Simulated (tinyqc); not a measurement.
Thin-film optics by transfer matrices, step by step. Values are carried at full precision from step to step, so a last printed digit may differ when a step is redone from the rounded ones.

Indices N = n + i k. Snell: N0 sin(theta) = N_j sin(theta_j), with Im(N_j cos theta_j) >= 0. Admittance y_j = N_j cos theta_j for s and N_j/cos theta_j for p. Phase delta_j = 2 pi N_j cos theta_j d_j/lambda. Layer matrix [[cos delta, -i sin delta/y], [-i y sin delta, cos delta]], multiplied from the top down to M. (B, C) = M (1, y_sub); r = (y0 B - C)/(y0 B + C), R = |r|^2, T = 4 Re y0 Re y_sub/|y0 B + C|^2, absorbed in the films 1 - R - T.

Inputs chosen for the exercise (indices near those of resist, ARC, SiO2 on Al; the results hold for these values, not for the real material): lam = 633 nm (vacuum wavelength); n0 = 1 (ambient index); n = (1.643, 1.672, 1.438, 1.396) (n of resist, ARC, SiO2, substrate); k = (0, 0.02, 0, 7.478) (k in the same order); d = (573, 32.2, 390) nm (thicknesses, top first); theta = 0 degrees (angle of incidence); pol = s (polarisation).

## Angles, admittances and phases

Form cos theta_j, y_j and delta_j.

cos theta_j: ambient 1.0000, film 1 1.0000, film 2 1.0000, film 3 1.0000, substrate 1.0000

y_j: ambient 1.0000, film 1 1.6430, film 2 1.6720+0.0200i, film 3 1.4380, substrate 1.3960+7.4780i

delta_j (rad): film 1 9.3448, film 2 0.5344+0.0064i, film 3 5.5667

## Layer matrices and their product

Form each matrix and multiply from the top down.

matrix of film 1:
```
[[-0.9968, -0.0486i],
 [-0.1313i, -0.9968]]
```

matrix of film 2:
```
[[0.8606-0.0033i, -0.0004-0.3046i],
 [0.0194-0.8515i, 0.8606-0.0033i]]
```

matrix of film 3:
```
[[0.7541, 0.4567i],
 [0.9444i, 0.7541]]
```

M:
```
[[-0.9254+0.0019i, -0.0009-0.2133i],
 [-0.0180-0.2930i, -1.0131-0.0065i]]
```

Each matrix has determinant 1, and so has M.

## Reflection and transmission

Close the stack on the substrate.

B, C: [0.6681-0.3026i, -1.3834-7.8782i]

r = -0.9408+0.1685i
R = 0.9134
T into the substrate = 0.0828
absorbed in the films = 0.0038

The bare substrate would reflect 0.9094.

## Checks

- R against the recursion of Airy sums from the substrate up: both 0.91344.

(tinyqc, `OMP_NUM_THREADS=1 python tinyqc.py 1681856 1681857 out.jsonl`, Intel(R) Xeon(R) Processor @ 2.30GHz, 1 thread, shared host, about 0.01 s.)
